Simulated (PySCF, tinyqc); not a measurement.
Worked calculation: CIS and TDHF on RHF in the sto-3g basis, for H3-, spin multiplicity 1. The basis has no diffuse functions, so it cannot describe the extra electron: this is an exercise in the method, not the real anion. The lowest restricted solution is unstable here: a spin-polarised one lies 0.0943 hartree lower (PySCF). One step of it, computed by the program tinyqc.

Problem. CIS matrix, singlets. A(ia,jb) = (e_a - e_i) d_ij d_ab + 2 (ia|jb) - (ij|ab).

orbital energies (hartree): [-0.170083, 0.590802, 0.933161]

Two-electron integrals over orbitals (pq|rs), unique and non-zero (hartree):
```
(11|11) 0.609481    (21|11) -0.036258   (21|21) 0.111701    (22|11) 0.542471
(22|21) 0.109690    (22|22) 0.715971    (31|11) 0.000901    (31|21) 0.000345
(31|22) -0.002994   (31|31) 0.165180    (32|11) 0.000519    (32|21) -0.003032
(32|22) -0.001597   (32|31) -0.078408   (32|32) 0.048248    (33|11) 0.608799
(33|21) -0.086120   (33|22) 0.484772    (33|31) 0.002138    (33|32) 0.001343
(33|33) 0.669281
```

Give: CIS matrix A, singlet.

Solution.

CIS matrix A, singlet (hartree), order 1>3, 2>3:
```
[[0.8248, -0.0707],
 [-0.0707, -0.0459]]
```
